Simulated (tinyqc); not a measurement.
Worked calculation: BCS gap equation with a constant attraction inside the Debye window. Computed by tinyqc, a small Python program that keeps every step. Command: `OMP_NUM_THREADS=1 python tinyqc.py 3025785 3025786 out.jsonl bcs walk`. One thread of a shared host (Intel(R) Xeon(R) Processor @ 2.30GHz), about 0.01 s of CPU time with the checks. Intermediate numbers are printed to about 6 digits and carried at full precision; extremes and crossings named in words are read from the listed rows.

Pairs attract with strength V for |xi| < k_B Theta; N(0) is the density of states for one spin. Energies are given as temperatures (E/k_B, in K) unless marked.

Inputs (values chosen for the exercise, for a model metal): coupling N(0)V = 0.239; Debye temperature Theta = 285 K; temperature T = 4.14 K; Fermi velocity v_F = 1.7e+06 m/s; electron density n = 11.2 1e28/m^3; mean free path l = 180 nm; junction resistance R_n = 0.21 kilo-ohm.

Solver: secant.

Constants: k_B = 8.617333262e-05 eV/K; hbar = 1.054571817e-34 J s; k_B = 1.380649e-23 J/K; m_0 = 9.1093837015e-31 kg; eps_0 = 8.8541878128e-12 F/m; c = 299792458 m/s; e = 1.602176634e-19 C; h = 6.62607015e-34 J s.

## Gap at zero temperature

At T = 0 the gap equation 1/(N(0)V) = int_0^Theta d xi/sqrt(xi^2 + Delta^2) has the integral arcsinh(Theta/Delta), so Delta_0 = Theta/sinh(1/(N(0)V)); weak coupling gives 2 Theta exp(-1/(N(0)V)).

Delta_0 = 8.68648 K

weak-coupling Delta_0 = 8.68447 K

Delta_0 in meV = 0.748543 meV

## Critical temperature

Gap equation: 1/(N(0)V) = I(Delta, T) = int_0^Theta tanh(E/2T)/E d xi, E = sqrt(xi^2 + Delta^2); 64 Gauss-Legendre points in y with xi = max(Delta, T) sinh(y). T_c solves I(0, T_c) = 1/(N(0)V); the weak-coupling form is T_c = (2 e^C/pi) Theta exp(-1/(N(0)V)) with Euler's C = 0.5772157, and 2 Delta_0/T_c then tends to 2 pi e^-C = 3.528.

T_c = 4.92351 K

weak-coupling T_c = 4.92351 K

2 Delta_0/T_c = 3.52857

T_c/Theta = 0.0173; the ratio lies +0.02 % from 3.528, so the universal weak-coupling laws hold.

## One evaluation of the gap equation

Take Delta = Delta_0 as the trial; the fixed-point update is Delta(new) = N(0)V Delta I(Delta, T).

I(Delta_0, T) = 3.99838

updated Delta = 8.30091 K

## Gap at temperature T

Residual r = N(0)V I - 1, with Delta_0 = Theta/sinh(1/(N(0)V)). Secant steps in Delta^2, from Delta_0 and 0.9 Delta_0, with Delta^2 kept at or above 1e-6 K^2. Stop when |r| < 1e-9 or after 40 steps.

Iterations:
```
step  Delta (K)    residual r
1       5.21013   5.20057e-03
2       5.65661  -5.26699e-04
3       5.61703  -8.21725e-06
4       5.61640   1.31551e-08
5       5.61640  -3.28293e-13
```

converged (1 yes, 0 no) = 1

Delta(T) = 5.61640 K

Converged in 5 steps: Delta(T)/Delta_0 = 0.6466 at T/T_c = 0.841.

## Lengths and fields

xi_0 = hbar v_F/(pi Delta_0); lambda_L = sqrt(m_0 eps_0 c^2/(n e^2)); N(0) = 3 n/(2 m_0 v_F^2) for one spin; condensation energy N(0) Delta_0^2/2 = B_c^2/(2 mu_0), mu_0 = 1/(eps_0 c^2); with scattering lambda = lambda_L sqrt(1 + xi_0/l) in the local limit (where xi_0 and l both exceed lambda, nonlocal response makes the true depth larger); Ginzburg-Landau kappa = 0.96 lambda_L/xi_0 + 0.72 lambda_L/l. Free-electron mass throughout; heavier carriers, as in niobium or vanadium, give a larger lambda_L and kappa and can make the metal type II.

coherence length xi_0 = 475.826 nm

London depth lambda_L = 15.8789 nm

critical field B_c(0) = 33.9620 mT

depth with scattering = 30.3095 nm

Ginzburg-Landau kappa = 0.0955519

Kappa lies below 1/sqrt(2): type I, and l is comparable with xi_0, between the clean and dirty limits.

## A tunnel junction of this metal

Ambegaokar-Baratoff: I_c R_n = (pi Delta/(2e)) tanh(Delta/2T); Josephson energy E_J = hbar I_c/(2e), given as E_J/h; inductance hbar/(2 e I_c); thermal quasiparticle fraction x = n_qp/(2 N(0) Delta) = sqrt(2 pi T/Delta) exp(-Delta/T), valid for T well below Delta.

I_c R_n = 448.860 microvolt

critical current I_c = 2137.43 nA

E_J/h = 1061.63 GHz

Josephson inductance = 0.153973 nH

quasiparticle fraction x = 0.554229

Caution: T is not small against Delta, so the quasiparticle formula is only a rough guide.

## Gap and superfluid density against temperature

Interpolation tanh(1.74 sqrt(T_c/T - 1)); near T_c, 1.74 sqrt(1 - T/T_c). Clean-limit superfluid fraction 1 - (1/2T) int_0^(40 T) cosh^-2(E/2T) d xi (64 points); two-fluid rule 1 - (T/T_c)^4.

Reduced quantities:
```
T/T_c  Delta/Delta_0  tanh form  square-root form  superfluid fraction  two-fluid rule
0.10        1.000000   0.999942           1.65071             1.000000        0.999900
0.20        0.999877   0.998104           1.55630             0.998855        0.998400
0.30        0.997127   0.990221           1.45579             0.981783        0.991900
0.40        0.985044   0.972207           1.34780             0.927989        0.974400
0.50        0.956906   0.940227           1.23037             0.834157        0.937500
0.60        0.907029   0.889746           1.10047             0.706834        0.870400
0.70        0.828817   0.814110           0.95304             0.553895        0.759900
0.80        0.711097   0.701374           0.77815             0.381949        0.590400
0.90        0.526393   0.522665           0.55024             0.196059        0.343900
0.95        0.380358   0.379250           0.38908             0.099106        0.185494
0.98        0.243611   0.243575           0.24607             0.039879        0.077632
```

The tanh form misses the gap by at most about 0.017 (at T/T_c = 0.6); the square-root form is within 3 % only from T/T_c = 0.95. The gap keeps 99 % of Delta_0 up to T/T_c = 0.3, since quasiparticles are exponentially few. The two-fluid rule exceeds the BCS superfluid fraction most, by 0.21, at T/T_c = 0.8.

Checks made by the program: weak-coupling T_c, allowing for terms of order exp(-Theta/T_c) (relative difference below 1e-10).
